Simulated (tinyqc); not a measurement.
Starting guesses with plain Roothaan steps: SCF starting guesses in the cc-pvdz basis, for H2, spin multiplicity 1. Computed by the program tinyqc with PySCF. RHF with one setting changed at a time; a run stops when the energy changes by less than 1e-09 hartree and the error matrix is below 1e-5. Starts: the lowest orbitals of the core Hamiltonian, of the Wolfsberg-Helmholz matrix (K = 1.75), projected atomic densities, random orbitals, and the highest orbitals of the core Hamiltonian (a deliberately bad start).

Geometry (angstrom):
```
atom       x       y       z
H     0.0000  0.0000  0.0000
H     0.0000  0.0000  0.9630
```

lowest restricted solution found by these runs and by PySCF = -1.106602 hartree

Largest element of the error matrix X^T (FDS - SDF) X:
```
iteration     core  Wolfsberg-Helmholz  atomic densities   random  highest core orbitals
1          1.2e-01             1.9e-01           7.6e-02  6.5e-01                5.3e-02
2          2.4e-02             2.8e-02           1.4e-02  1.4e-01                1.5e-01
3          4.5e-03             4.1e-03           1.9e-03  1.7e-02                2.6e-02
4          8.6e-04             6.1e-04           3.4e-04  4.4e-03                4.9e-03
5          1.6e-04             9.1e-05           6.3e-05  1.4e-03                9.5e-04
6          3.1e-05             1.4e-05           1.2e-05  4.1e-04                1.8e-04
8          1.2e-06                   -                 -  3.6e-05                6.9e-06
10               -                   -                 -  3.1e-06                      -
```

How each run ends:
```
run                    iterations  E (hartree)         state
core                            8    -1.106602  lowest found
Wolfsberg-Helmholz              7    -1.106602  lowest found
atomic densities                7    -1.106602  lowest found
random                         10    -1.106602  lowest found
highest core orbitals           9    -1.106602  lowest found
```

What does the comparison show, and why?

5 of 5 runs reach the lowest restricted solution found, in 7 to 10 iterations (fastest: Wolfsberg-Helmholz, atomic densities). The first errors are 1e-01, 2e-01, 8e-02, 7e-01, 5e-02; the deliberately bad start has the smallest one, so a small first error does not mark a good start.
